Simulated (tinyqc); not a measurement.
Debye-Callaway model of lattice thermal conductivity: one step, computed by the program tinyqc.

Three acoustic branches with one velocity v, cut at omega_D = k_B Theta/hbar; x = hbar omega/(k_B T). v and Theta are separate inputs: Theta cuts off the heat-carrying modes, so C need not reach 3 k_B/V. gamma is an effective value that sets the umklapp rate.

Task: Scattering rates at one frequency. Rates: point defects A omega^4; umklapp B omega^2 T exp(-Theta/(b T)) with B = hbar gamma^2/(M v^2 Theta). Boundaries: v/L. The resistive time is tau_R = 1/(boundary + point-defect + umklapp rates), and the free path is v tau_R.

Inputs (values chosen for the exercise, modelled on magnesium oxide):

| quantity | value | unit |
|---|---|---|
| sound velocity v | 6800 | m/s |
| Debye temperature Theta | 748 | K |
| mean atomic mass M | 20.15 | u |
| effective Grueneisen parameter gamma | 3.45 | - |
| umklapp exponent divisor b | 3 | - |
| Casimir length L | 4500 | micrometre |
| temperature T | 150 | K |
| probe frequency omega/omega_D | 0.16 | - |

Sample: crystal. Point defects: isotopes. Normal processes: left out.

Rayleigh coefficient A = 9.691570e-46 s^3

Constants: k_B = 1.380649e-23 J/K; hbar = 1.054571817e-34 J s; u = 1.6605390666e-27 kg.

Give: omega; Rates; tau_R; free path.

Result:

omega = 1.567e+13 rad/s

Rates:

| process | rate (1/s) | rate x tau_R |
|---|---|---|
| boundaries | 1.511e+06 | 1.979e-04 |
| point defects | 5.841e+07 | 0.007648 |
| umklapp | 7.577e+09 | 0.9922 |

tau_R = 1.309e-10 s

free path = 890.4 nm

The strongest resistive process at this frequency: umklapp, 99 % of the resistive rate.
